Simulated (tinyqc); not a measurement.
# Tunnelling through a two-layer gate stack, WKB transmission and Tsu-Esaki current, step by step

tinyqc, about 0.02 s, one thread, Intel Xeon 2.30GHz (shared host): `OMP_NUM_THREADS=1 python tinyqc.py 2540039 2540040 out.jsonl` Printed values are rounded.

Electrons leave the emitter at x = 0. Energies E (motion across the layers) are in eV from the emitter Fermi level; the collector Fermi level lies at -V and offers states at every E. No charge in the dielectric and no image force: F1 = V/(t1 + t2 eps1/eps2), F2 = F1 eps1/eps2; U = phi1 - F1 x in layer 1 and phi2 - F1 t1 - F2 (x - t1) in layer 2. With C = hbar^2/(2 m0), kappa = sqrt(m (U - E)/C) where U > E and 0 elsewhere; T(E) = exp(-S), S = 2 times the integral of kappa over x.

Parameters, values chosen for the exercise; layer 1 close to silicon dioxide, layer 2 close to hafnium oxide:

| symbol | value | unit | meaning |
|---|---|---|---|
| T | 77 | K | temperature |
| Ef | 0.23 | eV | Fermi energy of the emitter above its band bottom |
| me | 0.81 | m0 | emitter mass in the supply function |
| phi1 | 3.16 | eV | barrier of layer 1 above the emitter Fermi level at zero bias |
| m1 | 0.52 | m0 | tunnelling mass of layer 1 |
| t1 | 0.9 | nm | thickness of layer 1 |
| eps1 | 3.99 |  | relative permittivity of layer 1 |
| phi2 | 1.52 | eV | barrier of layer 2 at zero bias |
| m2 | 0.21 | m0 | tunnelling mass of layer 2 |
| t2 | 2.5 | nm | thickness of layer 2 |
| eps2 | 22.2 |  | relative permittivity of layer 2 |
| V | 0.8 | V | voltage across the dielectric |
| E | 0 | eV | energy of the electron followed |
| nc | 4 |  | cells in each layer |
| Ea | -0.23 | eV | lower end of the energy grid |
| Eb | 0.063 | eV | upper end of the energy grid |
| nE | 15 |  | points of the energy grid |

Constants: q = 1.602176634e-19 C, kB = 1.380649e-23 J/K, hbar = 1.054571817e-34 J s, m0 = 9.1093837015e-31 kg, Vt = kB T/q, hbar^2/(2 m0) = 0.0380998212 eV nm^2. Results are converted to the units shown.

## Fields and band edges

F1 = V/(t1 + t2 eps1/eps2), F2 = F1 eps1/eps2; U = phi1 - F1 x in layer 1 and phi2 - F1 t1 - F2 (x - t1) in layer 2. EOT = 3.9 (t1/eps1 + t2/eps2).

F1 = 5.92889 MV/cm
F2 = 1.06560 MV/cm
U at the end of layer 1 = 2.62640 eV
U at the start of layer 2 = 0.986400 eV
U at the end of layer 2 = 0.72 eV
EOT = 1.31889 nm

## WKB exponent by the midpoint rule

Cut each layer into nc equal cells, take U and kappa at the cell centres, and sum S = 2 sum kappa h.

```
cell   x (nm)   U (eV)  kappa (1/nm)
0     0.11250  3.09330       6.49757
1     0.33750  2.95990       6.35592
2     0.56250  2.82650       6.21105
3     0.78750  2.69310       6.06270
4     1.21250  0.95310       2.29201
5     1.83750  0.88650       2.21048
6     2.46250  0.81990       2.12583
7     3.08750  0.75330       2.03766
```

S = 22.1398
T(E) = 2.42565e-10

## WKB exponent in closed form

Each layer adds (2/F) sqrt(m/C) [G(u at its left edge) - G(u at its right edge)] to S, with u = U - E (0 where negative) and G(u) = (2/3) u^1.5. The slope follows from 1/d = -dS/dE.

S = 22.1388
T(E) = 2.42796e-10
energy d over which T(E) grows by a factor e = 0.12004 eV

The midpoint rule gives S = 22.140, so its T(E) is 0.095 % below this value. The band edge stays above E through the whole stack: direct tunnelling through a trapezoid.

## Current density on a coarse energy grid

J = J0 times the integral of T(E) N(E) dE, N = ln[(1 + exp(-E/Vt))/(1 + exp((-E - V)/Vt))], J0 = q^2 me m0 kB T/(2 pi^2 hbar^3) (times 1e-4 for A/cm^2 per eV), by Simpson's rule on nE equally spaced points from Ea to Eb.

```
point     E (eV)         T(E)           N       T(E) N
0      -0.230000  3.93728e-11     34.6628   1.36477e-9
1      -0.209071  4.61263e-11     31.5087   1.45338e-9
2      -0.188143  5.41096e-11     28.3546   1.53426e-9
3      -0.167214  6.35608e-11     25.2005   1.60177e-9
4      -0.146286  7.47673e-11     22.0464   1.64835e-9
5      -0.125357  8.80762e-11     18.8923   1.66396e-9
6      -0.104429  1.03908e-10     15.7382   1.63533e-9
7      -0.083500  1.22774e-10     12.5841   1.54500e-9
8      -0.062571  1.45294e-10     9.43010   1.37013e-9
9      -0.041643  1.72225e-10     6.27779   1.08119e-9
10     -0.020714  2.04493e-10     3.16494  6.47207e-10
11      0.000214  2.43230e-10    0.677130  1.64698e-10
12      0.021143  2.89828e-10   0.0404895  1.17350e-11
13      0.042071  3.46000e-10  0.00176186  6.09605e-13
14      0.063000  4.13863e-10  7.52539e-5  3.11448e-14
```

J0 = 8.69782e7 A/(cm^2 eV)
J = 0.0273664 A/cm^2

The integrand peaks at E = -0.125 eV among these points. A converged quadrature from -Ef to above the barrier gives 0.02739 A/cm^2; this grid is 0.098 % below that.
